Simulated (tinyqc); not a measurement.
Worked calculation: eight-band Kane k.p model with strain. Values are carried at full precision from step to step, so a last printed digit may differ when a step is redone from the rounded ones.

Constants: hbar^2/2m0 = 3.80998211 eV angstrom^2.

Inputs chosen for the exercise (near those of GaSb; not measured data):
```
symbol  value                  unit        meaning
Eg      0.817                  eV          gap at Gamma to the s-like level
Dso     0.76                   eV          spin-orbit splitting
Ep      26.8                   eV          Kane energy
me      0.0389                 m0          electron mass at Gamma
g1      13.43                              Luttinger gamma1
g2      4.69                               gamma2
g3      5.99                               gamma3
a       6.102                  angstrom    lattice constant
a_sub   6.236                  angstrom    lattice constant of the substrate
C11     88.4                   GPa
C12     40                     GPa
C44     43                     GPa
face    001                                growth face
ac      -7.56                  eV          conduction deformation potential
av      0.81                   eV          valence hydrostatic potential
b       -2.01                  eV          tetragonal shear potential
d       -4.74                  eV          trigonal shear potential
k       (0.012, 0.032, 0.031)  1/angstrom  wave vector
kmax    0.06                   1/angstrom  end of the path
```

## Derived values

P = sqrt(Ep c); A = 1/me - Ep (Eg + 2 Dso/3)/(Eg (Eg + Dso)) keeps the electron mass; g1' = g1 - Ep/(3 Eg), g2' = g2 - Ep/(6 Eg), g3' = g3 - Ep/(6 Eg) remove the coupling to S that the Luttinger values already hold; L = -c (g1' + 4 g2'), M = -c (g1' - 2 g2'), N = -6 c g3'. c = hbar^2/2m0.

P = 10.1048 eV angstrom
A = -1.8264

g1', g2', g3': 2.4957  -0.7772  0.5228

L, M, N (eV angstrom^2): 2.3353  -15.4304  -11.9522

The coupling to the valence bands supplies 27.53, against 1/me = 25.71; A makes up the difference. The diagonal terms in A and L bend towards the gap, so the set should be tested for spurious states at large k.

## Strain of a layer grown coherently on a (001) face

e_par = (a_sub - a)/a in the plane; no stress along the normal: e_perp = -2 (C12/C11) e_par; exx = eyy = e_par, ezz = e_perp, no shear.

e_par = 0.021960
e_perp = -0.019873

strain tensor in the cubic axes:
```
          x         y          z
x  0.021960  0.000000   0.000000
y  0.000000  0.021960   0.000000
z  0.000000  0.000000  -0.019873
```

The layer is under tension in the plane; its volume changes by +2.405 %.

## Strain terms

Strain (Bir-Pikus): H_SS gains ac tr(e); H_XX gains l exx + m (eyy + ezz) and H_XY gains n exy, with l = av + 2 b, m = av - b, n = sqrt(3) d. The sign of av is such that the gap moves by (ac - av) tr(e); the change of P with strain is neglected.

Form the strain terms of the Hamiltonian.

ac tr(e) = -0.18179 eV

strain block of X, Y, Z (the same for both spins) (eV), lower triangle:
```
          X         Y        Z
X  -0.06461
Y         0  -0.06461
Z         0         0  0.18765
```

## The Hamiltonian at one k

Eight-band Kane model, basis S, X, Y, Z times spin, zero of energy at the top of the unstrained valence band, c = hbar^2/2m0. Within each spin: H_SS = Eg + A c k^2, H_SX = i P kx (likewise Y, Z), H_XX = -Dso/3 + L kx^2 + M (ky^2 + kz^2), H_XY = N kx ky, and cyclic. Spin-orbit term (Dso/3) L.sigma on X, Y, Z with (L_k)_ij = -i epsilon_kij: <X+|H|Y+> = -i Dso/3, <X+|H|Z-> = Dso/3, <Y+|H|Z-> = -i Dso/3, <Z+|H|X-> = -Dso/3, <Z+|H|Y-> = i Dso/3, <X-|H|Y-> = i Dso/3, and their conjugates; + and - are the spin along z. Terms from inversion asymmetry are left out, so every level is twofold.

Fill in the matrix, adding ac tr(e) to H_SS and the strain block to X, Y, Z of each spin.

H(k) (eV), lower triangle (Hermitian):
```
          S+               X+       Y+        Z+        S-               X-
S+    0.6204
X+  -0.1213i          -0.3482
Y+  -0.3234i  -0.0046+0.2533i  -0.3326
Z+  -0.3132i          -0.0044  -0.0119   -0.0815
S-         0                0        0         0    0.6204
X-         0                0        0   -0.2533  -0.1213i          -0.3482
Y-         0                0        0  -0.2533i  -0.3234i  -0.0046-0.2533i
Z-         0           0.2533  0.2533i         0  -0.3132i          -0.0044

         Y-       Z-
Y-  -0.3326
Z-  -0.0119  -0.0815
```

## Levels and orbital character

Diagonalise H; the levels come in pairs. The weights are summed over spin and averaged over each pair.

levels, each twofold (eV): -0.8325  -0.1886  0.0343  0.8449

weights:
```
   pair 1  pair 2  pair 3  pair 4
S   0.040   0.117   0.044   0.799
X   0.344   0.431   0.210   0.015
Y   0.402   0.351   0.174   0.074
Z   0.214   0.100   0.572   0.113
```

The conduction pair has 20.1 % valence character at this k; the valence pair with most S character is pair 2 (11.7 %).

## Bands along [001] and [110]

The same diagonalisation at six points |k| = 0, kmax/5, ..., kmax along each direction.

Levels (eV):
```
direction  |k| (1/angstrom)   pair 1   pair 2   pair 3  pair 4
[001]                 0.000  -0.7570  -0.0646   0.1200  0.6352
[001]                 0.012  -0.7609  -0.0668   0.0983  0.6580
[001]                 0.024  -0.7727  -0.0735   0.0421  0.7173
[001]                 0.036  -0.7928  -0.0846  -0.0333  0.7984
[001]                 0.048  -0.8215  -0.1174  -0.1002  0.8910
[001]                 0.060  -0.8594  -0.2045  -0.1202  0.9900
[110]                 0.000  -0.7570  -0.0646   0.1200  0.6352
[110]                 0.012  -0.7624  -0.0759   0.1153  0.6515
[110]                 0.024  -0.7790  -0.1077   0.1039  0.6961
[110]                 0.036  -0.8079  -0.1543   0.0895  0.7602
[110]                 0.048  -0.8505  -0.2078   0.0738  0.8363
[110]                 0.060  -0.9081  -0.2619   0.0567  0.9192
```

At kmax the conduction band lies 70.7 meV and the top valence band 176.8 meV apart between the two directions. k.p holds near Gamma; the zone edge lies near 1 1/angstrom.

## Masses at Gamma

m*/m0 = c h^2/(E(h) - E(0)) with |k| = h = 0.0001 1/angstrom; negative values are hole-like.

Masses (m0):
```
direction  pair 1  pair 2  pair 3  pair 4
[001]      -0.140  -0.247  -0.024   0.023
[110]      -0.102  -0.048  -0.110   0.033
```

Strain has split the top two pairs at Gamma, so each has its own mass tensor; the top pair has -0.024 along [001] and -0.110 along [110].

## Checks

- Electron mass of the unstrained model by finite differences against the input me: both 0.03890.
- Heavy-hole mass along [100] against 1/(g1 - 2 g2): both 0.2469.
- Light-hole mass along [100] against 1/(g1 + 2 g2): both 0.04384.

Run: tinyqc, `OMP_NUM_THREADS=1 python tinyqc.py 1050920 1050921 out.jsonl`; Intel(R) Xeon(R) Processor @ 2.30GHz, one thread, shared host; about 0.08 s of CPU time with all checks.
